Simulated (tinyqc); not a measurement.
# Trap density from one capacitance

Problem. Traps spread evenly through the insulator exchange electrons with the semiconductor by tunnelling, with tau(x) = t0 exp(2 ka x) at depth x from the interface. The admittance per area Y seen at depth x obeys dY/dx = -Y^2/(i w eps0 eox) + q Nb ln(1 + i w tau)/tau, with Y(0) = i w Cs and w = 2 pi f; the gate sees Y(tox) = G + i w C. Working variable y = Y/(i w), in uF/cm^2. Cox = eps0 eox/tox. Find Nb and G/w.

Values chosen for this exercise: relative permittivity of the insulator eox = 3.71; insulator thickness tox = 11 nm; semiconductor capacitance in accumulation Cs = 1.4 uF/cm^2; decay constant of the wave function in the insulator ka = 4 1/nm; time constant of a trap at the interface t0 = 1e-11 s; frequency f = 1000 Hz.

Constants: q = 1.602176634e-19 C, eps0 = 8.8541878128e-14 F/cm where lengths are in cm. Results are converted to the units shown.

C = 0.29916685 uF/cm^2

Answer. C rises steadily with Nb, so one density matches; in practice ka and t0 must come from the frequency dependence.

Nb = 4.300e19 cm^-3 eV^-1
G/w = 0.005453 uF/cm^2

Numbers from tinyqc (`OMP_NUM_THREADS=1 python tinyqc.py 2202098 2202099 out.jsonl`; about 0.7 s on one thread of a shared Intel Xeon 2.30GHz).
